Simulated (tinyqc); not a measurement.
Thermionic emission over a Gaussian spread of barriers: one step of the calculation.

Metal on an n-type semiconductor with one parabolic valley; V > 0 is forward bias (metal positive). Patches of barrier height b are spread as a Gaussian with mean phi - r2 V and variance sg^2 + r3 V; each carries A* T^2 exp(-b/Vt) [exp(V/Vt) - 1].

Question. The same mean by Simpson's rule. With mean mu and deviation s at this bias, take nb equally spaced b from mu - s^2/Vt - 3.5 s to mu + s, the Gaussian density g(b) and y = g exp(-(b - mu)/Vt); the integral I of y gives phi_ap = mu - Vt ln I.

Values chosen for this exercise; band and dielectric values those of a made-up semiconductor: temperature T = 200 K; barrier height seen from the metal phi = 1.15 eV; standard deviation of the barrier heights sg = 0.067 eV; shift of the mean barrier per volt, with its sign reversed (rho2) r2 = -0.063; change of sg^2 per volt (rho3) r3 = -0.0019 V; bias V = 0.21 V; barrier heights sampled nb = 9.

Constants: q = 1.602176634e-19 C, kB = 1.380649e-23 J/K, Vt = kB T/q. Results are converted to the units shown.

Wanted: b; g; y; I; phi_ap.

Answer.

```
point  b (eV)    g (1/eV)  y (1/eV)
0      0.7021  3.1958e-11    13.335
1      0.7677   3.0896e-8    285.98
2      0.8334   1.0417e-5    2138.9
3      0.8990   0.0012250    5579.2
4      0.9646    0.050239    5075.5
5      1.0303     0.71856    1610.3
6      1.0959      3.5844    178.18
7      1.1615      6.2359    6.8762
8      1.2272      3.7836  0.092545
```

I = 978.61
phi_ap = 1.0445 eV

Range of the model: With sg above 3 Vt the current comes from the far tail of the Gaussian, a tiny share of the area that this model describes poorly.

Program tinyqc, `OMP_NUM_THREADS=1 python tinyqc.py 2640057 2640058 out.jsonl`; Intel Xeon 2.30GHz, shared host, one thread, about 0.01 s.
